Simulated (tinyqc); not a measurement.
Hall factor, magnetoresistance and optical conductivity for a power-law relaxation time: one step, computed by the program tinyqc. Command: `OMP_NUM_THREADS=1 python tinyqc.py 3028617 3028618 out.jsonl magneto walk`. One thread of a shared host (Intel(R) Xeon(R) Processor @ 2.30GHz), about 0.01 s of CPU time with the checks.

One spherical parabolic band, tau(E) = tau_0 x^s with x = E/(k_B T). Landau quantisation is left out.

Task: Limits. mu = e <tau>/m; weak field r_H = <tau^2>/<tau>^2 and MR = c (mu B)^2, c = <tau^3>/<tau>^3 - r_H^2; strong field r_H = 1 and MR = <tau> <1/tau> - 1.

Inputs (values chosen for the exercise, with a mass close to that of electrons in germanium): effective mass m = 0.12 m_0; tau_0 = 920 fs; temperature T = 250 K.

<tau>/tau_0 = 2.500148

<tau^2>/tau_0^2 = 8.750778

<tau^3>/tau_0^3 = 39.37909

<1/tau> tau_0 = 0.6665876

Constants: e = 1.602176634e-19 C; m_0 = 9.1093837015e-31 kg.

Give: drift mobility mu; weak-field Hall factor; coefficient c; saturation MR.

Result:

drift mobility mu = 33713 cm^2/(V s)

weak-field Hall factor = 1.4000

coefficient c = 0.55993

saturation MR = 66.657 %
